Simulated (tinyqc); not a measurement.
What moves lifetime and leakage: Shockley-Read-Hall recombination through one deep level.

One level at Et with degeneracy 1: tn = 1/(sn vth Nt), tp = 1/(sp_ vth Nt), n1 = Nc exp((Et - Eg)/kT), p1 = Nv exp(-Et/kT), ni^2 = n1 p1. Equilibrium p0 = Nm, n0 = ni^2/Nm; n = n0 + dn, p = p0 + dn. U = (n p - ni^2)/(tp (n + n1) + tn (p + p1)), lifetime dn/U; emission rates en = sn vth n1, ep = sp_ vth p1.

Constants: kB = 8.617333262e-05 eV/K.

Parameters, chosen for this exercise (gap and densities of states near those of Si at this temperature; shifted at random, so the results belong to these values and not to a real crystal):
- Eg = 1.085 eV (gap)
- Nc = 4.11e+19 1/cm^3 (conduction-band density of states)
- Nv = 1.81e+19 1/cm^3 (valence-band density of states)
- T = 400 K
- Et = 0.501 eV (recombination level above Ev)
- Nt = 3.6e+15 1/cm^3 (defects)
- sn = 2.3e-15 cm^2 (electron capture cross-section)
- sp_ = 2.7e-14 cm^2 (hole capture cross-section)
- vth = 16000000 cm/s (thermal velocity, both carriers)
- Nm = 3.8e+16 1/cm^3 (equilibrium holes for the lifetime steps)
- dn = 2.8e+14 1/cm^3 (excess pairs)

G = Nt en ep/(en + ep). Each row changes one parameter from the base and keeps the others.

Results:
```
case                  lifetime (microsecond)  G (1/(cm^3 s))
base                                0.007555        2.35e+20
Et = 0.541 eV                       0.007554        6.47e+20
sn = 4.6e-15 cm^2                   0.003780        4.61e+20
sp_ = 5.4e-14 cm^2                  0.007552        2.37e+20
Nt = 1.8e+15 1/cm^3                  0.01511        1.17e+20
Nm = 1.14e+17 1/cm^3                0.007550        2.35e+20
dn = 8.4e+14 1/cm^3                 0.007564        2.35e+20
```

The largest shifts from the base row, up to three for each result and ties (the steps differ in size, so this ranks the rows, not the parameters). lifetime (microsecond): Nt +0.00755, sn -0.00378, dn +9.18e-06. G (1/(cm^3 s)): Et +4.12e+20, sn +2.27e+20, Nt -1.17e+20; unchanged at the printed digits by Nm and dn.

Program tinyqc; command `OMP_NUM_THREADS=1 python tinyqc.py 1651285 1651286 out.jsonl`; about 0.01 s on one thread of a shared Intel(R) Xeon(R) Processor @ 2.30GHz.
